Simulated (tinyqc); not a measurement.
Interface traps from C-V curves, high-low and Terman methods: one step of the calculation.

MOS capacitor on an n-type substrate; psi is the band bending, negative in depletion; only majority carriers are counted. At the bending psi the Fermi level lies y = xi - psi below the conduction edge at the surface, xi = Vt ln(Nc/Nd). Dit(y) = D0 + D1 exp(-y/E1); traps fill up to the Fermi level, follow the bias and a slow signal, and do not follow a fast one. V is the gate voltage from flat band.

Question. High-low extraction. q Dit = (1/C_LF - 1/Cox)^(-1) - (1/C_HF - 1/Cox)^(-1) at each point.

Constants: q = 1.602176634e-19 C. Results are converted to the units shown.

| point | C_HF (nF/cm^2) | C_LF (nF/cm^2) |
|---|---|---|
| 0 | 54.130776 | 69.514443 |
| 1 | 56.856691 | 72.870874 |
| 2 | 60.072260 | 77.067491 |
| 3 | 63.949588 | 82.422927 |
| 4 | 68.761635 | 89.393998 |
| 5 | 74.974882 | 98.645706 |
| 6 | 83.470389 | 111.18417 |
| 7 | 96.135590 | 128.67057 |
| 8 | 117.50163 | 154.23746 |
| 9 | 157.91848 | 193.86605 |

Cox = 383.68147 nF/cm^2

Give: Dit by high-low.

Answer.

| point | Dit by high-low (cm^-2 eV^-1) |
|---|---|
| 0 | 1.365e11 |
| 1 | 1.449e11 |
| 2 | 1.574e11 |
| 3 | 1.762e11 |
| 4 | 2.046e11 |
| 5 | 2.472e11 |
| 6 | 3.113e11 |
| 7 | 4.077e11 |
| 8 | 5.527e11 |
| 9 | 7.708e11 |

Numbers from tinyqc (`OMP_NUM_THREADS=1 python tinyqc.py 2030041 2030042 out.jsonl`; about 0.01 s on one thread of a shared Intel Xeon 2.30GHz).
